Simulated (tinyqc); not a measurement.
Screening the field: polar nitride quantum well with polarisation fields.

Envelope functions on cells of 0.25 angstrom over barrier, well, barrier (widths Lb, Lw, Lb), psi = 0 beyond, psi'/m continuous (mean mass between points), c = hbar^2/2m0. With u(z) the integral of e F (F_w in the well, F_b = -F_w Lw/Lb in the barriers, 1 MV/cm = 0.01 V/angstrom), zero at the centre of the well, the electron sees u plus Vc in the barriers and the hole -u plus Vv. The transition is Eg + E_e + E_h; excitons are left out.

Constants: hbar^2/2m0 = 3.80998211 eV angstrom^2; hc = 1239.841984 eV nm.

Inputs chosen for the exercise (near those of a GaN well in AlGaN; the results hold for these values, not for the real material):
```
symbol  value  unit      meaning
Lw      34     angstrom  well width
Lb      120    angstrom  barrier width
Eg      3.44   eV        gap of the well
Vc      0.406  eV        conduction offset
Vv      0.191  eV        valence offset
me      0.2    m0        electron, well
meb     0.232  m0        electron, barrier
mh      1.26   m0        hole, everywhere
```

F_w = -1.5821 MV/cm

Carriers or a semipolar orientation reduce the field; here it is simply scaled in well and barrier.

Results:
```
share of the field  F_w (MV/cm)  E (eV)     nm  overlap^2  separation (angstrom)
1.0                      -1.582  3.3166  373.8      0.064                   22.7
0.8                      -1.266  3.3802  366.8       0.12                   20.5
0.6                      -0.949  3.4372  360.7       0.22                   17.7
0.4                      -0.633  3.4853  355.7       0.42                   14.0
0.2                      -0.316  3.5206  352.2       0.73                    8.7
0.0                       0.000  3.5348  350.8       0.98                    0.0
```

What does the comparison show?

Full screening shifts the line by -23.1 nm (+218 meV). The first fifth of the screening gives 64 meV and the last fifth 14 meV; a purely quadratic shift would give a ratio of 9, a linear one 1, and here it is 4.5.

(tinyqc, `OMP_NUM_THREADS=1 python tinyqc.py 1252161 1252162 out.jsonl`, Intel(R) Xeon(R) Processor @ 2.30GHz, 1 thread, shared host, about 0.04 s.)
